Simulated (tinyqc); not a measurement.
Binary melting diagram from solution models of liquid and solid: one step, computed by the program tinyqc.

x is the fraction of B. In a phase with interaction L: mu_A = G_A + R T ln(1 - x) + L x^2, mu_B = G_B + R T ln x + L (1 - x)^2. Melting: G(liquid) - G(solid) = H (1 - T/T_m) for each pure component.

Problem. Dilute B in A: partition coefficient and slope. At T_A, k0 = exp[(dG_B(T_A) + L_L - L_S)/(R T_A)]; van 't Hoff: m_L = -R T_A^2 (1 - k0)/H_A per unit fraction. Burton-Prim-Slichter: k_eff = k0/[k0 + (1 - k0) exp(-V delta/D)]. Freezing range of c0: |m_L| c0 |1 - k0|/k0.

Inputs (values chosen for the exercise, for a model alloy):
```
quantity,value,unit
melting point T_A,1850,K
melting point T_B,1025,K
heat of melting H_A,47.4,kJ/mol
heat of melting H_B,27.6,kJ/mol
liquid interaction L_L,-2,kJ/mol
solid interaction L_S,4.4,kJ/mol
dilute content c0 of B,0.024,-
growth number V delta/D,0.33,-
```

Diagram: complete solid solution (lens).

Constants: R = 8.314462618 J/(mol K).

Give: partition coefficient k0; liquidus slope m_L; effective coefficient k_eff; freezing range.

Solution.

partition coefficient k0 = 0.15563

liquidus slope m_L = -506.91 K

effective coefficient k_eff = 0.20406

freezing range = 66.008 K

k0 < 1: the solid rejects B and B lowers the melting point. Faster growth moves k_eff towards 1.
